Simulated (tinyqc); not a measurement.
# Body thickness for a wanted scale length

Question. A double-gate structure has tan(pi ti/Lambda) tan(pi ts/(2 Lambda)) = ei/eps_r, both angles below pi/2. Find ts.

Parameters, values chosen for the exercise; permittivities: semiconductor close to that of silicon, insulator close to that of aluminium oxide:
```
symbol  value  unit                                     meaning
eps_r    11.5        relative permittivity of the semiconductor
ei       8.64            relative permittivity of the insulator
ti        2.6    nm                         insulator thickness
```

Lambda = 10.550185 nm

Solution. The condition is explicit in ts: an arctangent, taken between 0 and pi/2.

ts = 4.400 nm

Program tinyqc, `OMP_NUM_THREADS=1 python tinyqc.py 2420033 2420034 out.jsonl`; Intel Xeon 2.30GHz, shared host, one thread, about 0.01 s.
